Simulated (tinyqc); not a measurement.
Capacitance measurement on a leaky thin oxide: effects of series resistance and leakage: one step of the calculation.

The device is a capacitance C in parallel with a leakage conductance G, in series with Rs and Ls. An impedance meter reports either a parallel pair (Cp, Gp) from Y = 1/Z = Gp + i w Cp or a series pair (Cs, Rm) from Z = Rm + 1/(i w Cs); w = 2 pi f, dissipation D = Gp/(w |Cp|).

Question. True capacitance and conductance. EOT = 3.9 tox/eox; CET = EOT + zc + zp; C = 3.9 eps0 A/CET; G = Jg A/Vs.

Values chosen for this exercise; values of the order met in thin-oxide MOS capacitors: relative permittivity of the gate insulator (close to silicon nitride) eox = 7.63; insulator thickness tox = 3.1 nm; gate area A = 2500 um^2; oxide-equivalent thickness added by the accumulation layer zc = 0.56 nm; oxide-equivalent thickness added by gate depletion zp = 0 nm; gate leakage current density, not matched to the thickness Jg = 0.12 A/cm^2; voltage for an e-fold rise of the leakage Vs = 0.41 V.

Constants: eps0 = 8.8541878128e-14 F/cm where lengths are in cm. Results are converted to the units shown.

Find: EOT; CET; C; G.

Answer.

EOT = 1.5845 nm
CET = 2.1445 nm
C = 40.255 pF
G = 7.3171 uS

Numbers from tinyqc (`OMP_NUM_THREADS=1 python tinyqc.py 2022135 2022136 out.jsonl`; about 0.01 s on one thread of a shared Intel Xeon 2.30GHz).
